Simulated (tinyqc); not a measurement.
Inside a calculation. Model: Joule-heated wire on a substrate, fin equation.

Program tinyqc, `OMP_NUM_THREADS=1 python tinyqc.py 2520006 2520007 out.jsonl`; Intel Xeon 2.30GHz, shared host, one thread, about 0.01 s. Printed values are rounded.

A wire of length L loses heat along itself to two contacts and sideways to the substrate: kap A theta'' - g theta + p = 0 with theta = T - T0 and p = p0. The ends are held at T0. Constant conductivity, diffusive heat flow.

Inputs (values chosen for the exercise): temperature of substrate and contacts T0 = 300 K; conductivity along the wire kap = 31 W/(m K); cross-section A = 590 nm^2; conductance per length to the substrate g = 0.27 W/(m K); length between the contacts L = 2000 nm; thermal resistance of each contact Rc = 0 K/uW; heating per length p0 = 0.011 uW/nm.

## Healing length

LH = sqrt(kap A/g); far from the contacts uniform heating p0 would give theta = p0/g.

LH = 260.271 nm
L/LH = 7.68431
p0/g = 40.7407 K

## The tridiagonal system

Nodes x_i = i h, h = L/8; box widths w_i = h (h/2 at the ends); c = kap A/h; equation of node i: -c theta_(i-1) + d_i theta_i - c theta_(i+1) = b_i with d_i = 2 c + g w_i, b_i = p(x_i) w_i; theta = 0 at the end nodes.

c = 0.07316 uW/K

| node | d (uW/K) | b (uW) |
|---|---|---|
| 1 | 0.213820 | 2.75 |
| 2 | 0.213820 | 2.75 |
| 3 | 0.213820 | 2.75 |
| 4 | 0.213820 | 2.75 |
| 5 | 0.213820 | 2.75 |
| 6 | 0.213820 | 2.75 |
| 7 | 0.213820 | 2.75 |

## Temperature rise

Solve -c theta_(i-1) + d_i theta_i - c theta_(i+1) = b_i for nodes 1 to 7, with theta = 0 at nodes 0 and 8.

| node | theta (K) |
|---|---|
| 0 | 0.0000 |
| 1 | 24.5657 |
| 2 | 34.2077 |
| 3 | 37.8220 |
| 4 | 38.7434 |
| 5 | 37.8220 |
| 6 | 34.2077 |
| 7 | 24.5657 |
| 8 | 0.0000 |

The hottest node is 4, at 38.74 K above T0; a mesh of 800 steps gives a peak of 38.99 K, so the coarse value is 0.64 % below it. On the fine mesh 74.0 % of the heat leaves through the substrate and the rest through the contacts.

## Closed form at the middle

theta(L/2) = (p0/g)[1 - 1/(cosh(L/(2 LH)) + Rc g LH sinh(L/(2 LH)))], LH = sqrt(kap A/g).

theta(L/2) = 38.9940 K
